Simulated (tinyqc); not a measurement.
Interdiffusion of a quantum well during annealing: blurred potential and shift of the confined levels: one step, computed by the program tinyqc. Command: `OMP_NUM_THREADS=1 python tinyqc.py 3003276 3003277 out.jsonl qwi walk`. One thread of a shared host (Intel(R) Xeon(R) Processor @ 2.30GHz), about 0.06 s of CPU time with the checks.

A square well of width w is blurred by Fick diffusion with a constant coefficient; band offsets are linear in composition, masses are uniform, and strain and excitons are ignored.

Question. Levels before the anneal. Square well, ground state: take the lowest root of k tan(k w/2) = kappa, k^2 = E/c, kappa^2 = (V - E)/c, c = hbar^2/(2m) with hbar^2/(2 m_0) in eV angstrom^2.

Inputs (values chosen for the exercise, modelled on SiGe in silicon (holes and electrons as a model)):
```
quantity               value  unit
well width w             5.7    nm
electron mass m_e      0.184   m_0
hole mass m_h          0.272   m_0
conduction offset V_c  0.024    eV
valence offset V_v       0.2    eV
```

Constants: hbar^2/(2 m_0) = 3.80998212 eV angstrom^2.

Give: electron level before the anneal; hole level before the anneal.

Answer.

electron level before the anneal = 13.43 meV

hole level before the anneal = 25.17 meV

Caution: the well mass is used in the barriers too; a heavier barrier mass would lower these levels.
